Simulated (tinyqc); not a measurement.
Coherent transport through a tight-binding region between two chains, step by step. One step of it, computed by the program tinyqc.

Task: Transmission at E = -0.45 eV. Surface Green function g = (E - i sqrt(4 t^2 - E^2)) / (2 t^2); self-energy tc^2 g on each contact site; G = (E - H - Sigma)^(-1); Gamma = -2 Im Sigma; T = Gamma_L Gamma_R |G_LR|^2; local density of states -Im G_ii / pi.

H of the central region (eV):
```
           1          2          3
1   0.000000  -1.800000   0.000000
2  -1.800000   0.710000  -1.030000
3   0.000000  -1.030000   0.000000
```

Leads: semi-infinite chains with site energy 0:

| parameter | value |
|---|---|
| lead hopping t (eV) | 1.020000 |
| coupling to the left lead (eV) | 0.790000 |
| coupling to the right lead (eV) | 1.470000 |
| left contact site | 1 |
| right contact site | 3 |

E = -0.450000 eV

Give: g; G; local density of states; transmission.

Result:

g = -0.2163-0.9562i 1/eV

G (1/eV):
```
                1               2                3
1  0.3008-0.2425i  0.5278-0.1422i   0.0687+0.2637i
2  0.5278-0.1422i  0.0452-0.1999i   0.0994+0.0234i
3  0.0687+0.2637i  0.0994+0.0234i  -0.0080-0.4344i
```

local density of states (1/eV): 0.0772  0.0636  0.1383

transmission = 0.3662
